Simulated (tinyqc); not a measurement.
Inside a calculation. Model: semiconductor laser, carrier and photon rate equations.

tinyqc, about 0.01 s, one thread, Intel Xeon 2.30GHz (shared host): `OMP_NUM_THREADS=1 python tinyqc.py 2840108 2840109 out.jsonl` Printed values are rounded.

Carrier density N and photon density S in one mode: dN/dt = F1 = eta I/(q V) - (A N + B N^2 + C N^3) - vg g S; dS/dt = F2 = G vg g S + G be B N^2 - S/tp, with g = g0 ln(N/Ntr)/(1 + ec S). Output power P = Fo Eph S V/(G tp). No heating, no carrier transport.

Values chosen for this exercise: active volume V = 2.7e-11 cm^3; confinement factor G = 0.038; group velocity vg = 7.33e9 cm/s; gain coefficient g0 = 1200 1/cm; transparency density Ntr = 2.1e18 cm^-3; gain compression ec = 7.4e-18 cm^3; photon lifetime tp = 2.4 ps; defect recombination coefficient A = 1.1e8 1/s; radiative coefficient B = 1.1e-10 cm^3/s; Auger coefficient C = 4.1e-30 cm^6/s; share of spontaneous emission into the mode be = 9.4e-5; injection efficiency eta = 0.71; share of cavity losses that is output Fo = 0.43; photon energy Eph = 0.8 eV; drive current I = 100 mA; time step dt = 7 ps.

Constants: q = 1.602176634e-19 C. Results are converted to the units shown.

## Threshold

gth = 1/(G vg tp), Nth = Ntr exp(gth/g0), Ith = q V (A Nth + B Nth^2 + C Nth^3)/eta. Above it S is near G tp eta (I - Ith)/(q V). Carrier lifetime at threshold Nth/(A Nth + B Nth^2 + C Nth^3).

gth = 1495.90 1/cm
Nth = 7.30469e18 cm^-3
Ith = 50.3934 mA
estimate of S = 7.42538e14 cm^-3
carrier lifetime = 0.883169 ns

## Iteration 1: steady state by Newton steps

(N, S) at the start (Nth and the estimate of S): N (1e18 cm^-3) 7.305, S (1e15 cm^-3) 0.743

Jacobian, with a = g0/(N (1 + ec S)) and d = g/(1 + ec S): J11 = -(A + 2 B N + 3 C N^2) - vg a S, J12 = -vg d, J21 = G vg a S + 2 G be B N, J22 = G vg d - 1/tp. Solve J d = -F and add d to (N, S).

F1, F2 (1e27 cm^-3/s): 0.0384688  -0.00166142

J (1/ns):
```
            N         S
F1   -3.26322  -10845.7
F2  0.0338166  -4.53033
```

(N, S) after iteration 1: N (1e18 cm^-3) 7.35268, S (1e15 cm^-3) 0.732200

## Iteration 2: steady state by Newton steps

As before.

F1, F2 (1e27 cm^-3/s): 3.03718e-4  -2.88248e-5

J (1/ns):
```
            N         S
F1   -3.26376  -10904.0
F2  0.0331117  -2.31346
```

(N, S) after iteration 2: N (1e18 cm^-3) 7.35354, S (1e15 cm^-3) 0.731972

## Course of the iteration: steady state by Newton steps

Stop when the largest change of (N, S) is below 1e-9, or after 40 iterations. N is counted in 1e18 and S in 1e15 cm^-3, and S must be positive.

Course of the iteration:
```
iteration  S (1e15 cm^-3)  largest |change| of one entry
1                0.732200                         0.0477
2                0.731972                        8.55e-4
3                0.731972                        3.14e-7
4                0.731972                       4.09e-14
```

Converged in 4 iterations. The change falls from 0.048 in the first iteration to below the tolerance in the last.

## Power, relaxation frequency, damping and bandwidth

N = 7.35354e18 cm^-3
S = 7.31972e14 cm^-3

Jacobian, with a = g0/(N (1 + ec S)) and d = g/(1 + ec S): J11 = -(A + 2 B N + 3 C N^2) - vg a S, J12 = -vg d, J21 = G vg a S + 2 G be B N, J22 = G vg d - 1/tp. wR^2 = det J, gamma = -trace J, fR = wR/(2 pi); the response wR^2/(wR^2 - w^2 + i gamma w) falls to 1/sqrt(2) at w^2 = x + sqrt(x^2 + wR^4), x = wR^2 - gamma^2/2 (f3dB = w/(2 pi)).

P = 11.9435 mW
fR = 3.05458 GHz
gamma = 5.53736 1/ns
f3dB = 4.67608 GHz

f3dB is 1.53 times fR (1.55 without damping). gamma/wR = 0.29: the response has a resonance peak.

## One Runge-Kutta step of a transient

(N, S) at the start: N (1e18 cm^-3) 7.501, S (1e15 cm^-3) 0.366

y = (N, S), k1 = F(y), k2 = F(y + dt k1/2), k3 = F(y + dt k2/2), k4 = F(y + dt k3), y(new) = y + dt (k1 + 2 k2 + 2 k3 + k4)/6.

slopes per ps, N in 1e18 and S in 1e15 cm^-3:
```
         dN/dt       dS/dt
k1  0.00358075  0.00284570
k2  0.00343356  0.00312009
k3  0.00342434  0.00311825
k4  0.00326793  0.00340014
```

(N, S) after the step: N (1e18 cm^-3) 7.52499, S (1e15 cm^-3) 0.387843
